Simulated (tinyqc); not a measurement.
Resistance of a source-drain extension with a graded tip: one step of the calculation.

y runs along the channel, the gate covers y > 0. The doping is N0 for y < y0 and N0 10^(-(y - y0)/la) beyond, uniform over the depth xj. Sheet conductance s(y) = q mu(N) max(N - Nch, 0) xj + (for y > 0) ma Cox Vo, with mu(N) = u0 + (u1 - u0)/(1 + (N/Nr)^au) and Cox = eps0 eox/tox. Current is taken as one-dimensional; depletion of the tip, spreading and the contact are left out. The metallurgical junction lies at yj, where N = Nch.

Task. Sheet resistances and junction position. yj = y0 + la log10(N0/Nch); sheet resistance of the full extension 1/[q mu(N0)(N0 - Nch) xj] and of the gate-induced layer 1/(ma Cox Vo); metallurgical length Lg - 2 yj; ye is where the doped and the gate-induced conductances are equal.

Parameters, values chosen for the exercise; mobility law close to that of electrons in silicon:
```
symbol,value,unit,meaning
eox,3.9,,relative permittivity of the gate insulator (close to silicon dioxide)
tox,2,nm,insulator thickness
N0,7.2e19,cm^-3,active doping of the extension far from the gate
la,2.7,nm/decade,lateral abruptness
y0,3.6,nm,position under the gate where the fall begins (gate edge at 0)
xj,13,nm,depth of the extension
Nch,2e18,cm^-3,channel doping
Vo,0.88,V,gate overdrive
ma,250,cm^2/(V s),mobility of the gate-induced layer
u1,1414,cm^2/(V s),mobility at low doping
u0,68.5,cm^2/(V s),mobility at high doping
Nr,9.2e16,cm^-3,reference doping
au,0.711,,exponent
Lg,90,nm,gate length
```

Constants: q = 1.602176634e-19 C, eps0 = 8.8541878128e-14 F/cm where lengths are in cm. Results are converted to the units shown.

Wanted: yj; sheet resistance of the extension; sheet resistance of the induced layer; metallurgical length; ye; N at ye.

Result.

yj = 7.802 nm
sheet resistance of the extension = 855.3 ohm/square
sheet resistance of the induced layer = 2633 ohm/square
metallurgical length = 74.40 nm
ye = 5.048 nm
N at ye = 2.094e19 cm^-3

The gate takes over 2.75 nm before the junction, where N is still 10.5 times the channel doping.

tinyqc, about 0.03 s, one thread, Intel Xeon 2.30GHz (shared host): `OMP_NUM_THREADS=1 python tinyqc.py 2282097 2282098 out.jsonl`
